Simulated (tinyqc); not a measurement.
Configuration-coordinate model of a defect: Huang-Rhys factor and luminescence line shape: one step, computed by the program tinyqc. Command: `OMP_NUM_THREADS=1 python tinyqc.py 3030165 3030166 out.jsonl ccline walk`. One thread of a shared host (Intel(R) Xeon(R) Processor @ 2.30GHz), about 0.02 s of CPU time with the checks.

Ground state E_g(Q) = (1/2) omega_g^2 Q^2; excited state E_e(Q) = E_0 + (1/2) omega_e^2 (Q - dQ)^2 with omega_e = omega_g and E_0 = E_ZPL. Q is mass-weighted; the dipole does not depend on Q (Condon approximation).

Question. Emission lines at zero temperature. From the lowest excited level the line to ground level n lies at E_ZPL - n hbar omega_g with Franck-Condon weight exp(-S) S^n/n!; the emitted intensity carries a further factor E^3. S = S_g; up to eleven lines, of positive energy only, from n = max(0, integer part of S - 5).

Inputs (values chosen for the exercise, for a model defect): zero-phonon energy E_ZPL = 1.01 eV; ground-state phonon hbar omega_g = 55.8 meV.

Modes: equal frequencies in both states.

S_g = 1.357577

Give: Lines.

Answer.

Lines:
```
n   energy (eV)     weight  intensity / largest
0        1.0100  2.573e-01            8.735e-01
1        0.9542  3.493e-01            1.000e+00
2        0.8984  2.371e-01            5.665e-01
3        0.8426  1.073e-01            2.115e-01
4        0.7868  3.641e-02            5.845e-02
5        0.7310  9.887e-03            1.273e-02
6        0.6752  2.237e-03            2.269e-03
7        0.6194  4.338e-04            3.397e-04
8        0.5636  7.362e-05            4.343e-05
9        0.5078  1.111e-05            4.792e-06
10       0.4520  1.508e-06            4.588e-07
```

The weight peaks at n = 1 and the intensity at n = 1.
